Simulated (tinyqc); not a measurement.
# Worked calculation: strained alloy layer of GaSb and GaAs on (001) InP, model-solid band line-up

Numbers from tinyqc (`OMP_NUM_THREADS=1 python tinyqc.py 2690117 2690118 out.jsonl`; about 0.01 s on one thread of a shared Intel Xeon 2.30GHz). Printed values are rounded.

The layer is x parts of the first compound and 1 - x of the second, grown coherently on the third as substrate and barrier. Rows of the table: lattice constant a, average valence level Ea on an absolute scale, spin-orbit splitting so, gaps at Gamma, X and L, hydrostatic deformation potentials av and ac (Gamma), shear potential b, elastic constants, electron and heavy-hole (along z) masses. All are interpolated linearly in x; gaps get -C x (1 - x), taken wholly in the conduction band; real line-ups can differ from this model by 0.1 eV or more.

Inputs (values chosen for the exercise): fraction of the first compound in the layer x = 0.42; bowing of the Gamma gap CG = 1.43 eV; bowing of the X gap CX = 1.2 eV; bowing of the L gap CL = 1.2 eV; layer thickness Lw = 7.9 nm.

Constants: q = 1.602176634e-19 C, hbar = 1.054571817e-34 J s, h = 6.62607015e-34 J s, m0 = 9.1093837015e-31 kg, c = 299792458 m/s, hbar^2/(2 m0) = 0.0380998212 eV nm^2. Results are converted to the units shown.

## Relaxed alloy and strain

Binary compounds, values chosen for the exercise:
```
              close to GaSb  close to GaAs  close to InP
a (angstrom)          6.096          5.653         5.869
Ea (eV)               -6.25          -6.92         -7.04
so (eV)               0.752          0.336          0.11
EG (eV)               0.725           1.42          1.34
EX (eV)                1.03            1.9          2.17
EL (eV)               0.811            1.7          1.92
av (eV)               0.793           1.15          1.26
ac (eV)               -6.92          -7.19         -4.97
b (eV)                   -2          -1.72         -1.72
c11 (GPa)              87.3            119           101
c12 (GPa)              40.1           53.6            56
me (m0)              0.0392         0.0676        0.0796
mh (m0)               0.251          0.353         0.536
```

In-plane strain e = (a_substrate - a)/a, e_z = -2 (c12/c11) e, volume change 2 e + e_z.

a = 5.83906 angstrom
Gamma gap = 0.779752 eV
X gap = 1.24228 eV
L gap = 1.03430 eV
e = 0.512754 %
e_z = -0.465081 %
volume change = 0.560426 %

The relaxed alloy has its lowest gap at Gamma (direct). The layer is under tensile in-plane strain.

## Band edges and offsets

In-plane strain e = (a_substrate - a)/a, e_z = -2 (c12/c11) e, volume change 2 e + e_z. With v = 2 e + e_z and d = 2 b (e_z - e): Eav = Ea + av v; E_hh = Eav + so/3 - d/2; E_lh = Eav - so/6 + d/4 + sqrt(so^2 + so d + 9 d^2/4)/2; E_c = Ea + so/3 + EG + ac v (Gamma). Substrate: E_v = Ea + so/3, E_c = E_v + EG. Well depths: dEc = E_c(substrate) - E_c, dEhh = E_hh - E_v(substrate), dElh likewise; strained Gamma gap E_c - max(E_hh, E_lh); positive values confine carriers in the layer.

d = 0.0359374 eV
E_hh = -6.48072 eV
E_lh = -6.44357 eV
E_c = -5.72827 eV
strained Gamma gap = 0.715301 eV
dEc = 0.0649338 eV
dEhh = 0.522609 eV
dElh = 0.559765 eV

The light-hole band lies on top, by 37.2 meV. At Gamma the line-up is type I, both carriers held in the layer.

## Critical thickness

In-plane strain e = (a_substrate - a)/a. Matthews-Blakeslee for 60-degree dislocations in a single layer: hc = k (ln(hc/bv) + 1), k = bv (1 - nu/4)/(4 pi |e| (1 + nu)), nu = c12/(c11 + c12), bv = a/sqrt(2); the larger root.

nu = 0.312012
bv = 0.412884 nm
hc = 22.5080 nm

The layer, Lw = 7.9 nm, is thinner than hc, so it stays coherent by this criterion.

## Electron to heavy-hole transition of the well

Lowest level of a finite well of width Lw and depth V: kw Lw/2 = arctan(sqrt((mw/mb)(V - E)/E)), kw = sqrt(mw E/C), C = hbar^2/(2 m0), for electrons (dEc) and heavy holes (dEhh), mb from the substrate; transition E_c - E_hh + both levels, without exciton binding; wavelength h c/E.

electron mass in the layer = 0.0556720 m0
heavy-hole mass in the layer = 0.310160 m0
electron level = 26.8828 meV
heavy-hole level = 14.4112 meV
transition energy = 0.793751 eV
wavelength = 1562.00 nm

The light-hole band lies above the heavy-hole one here, so this need not be the lowest transition.
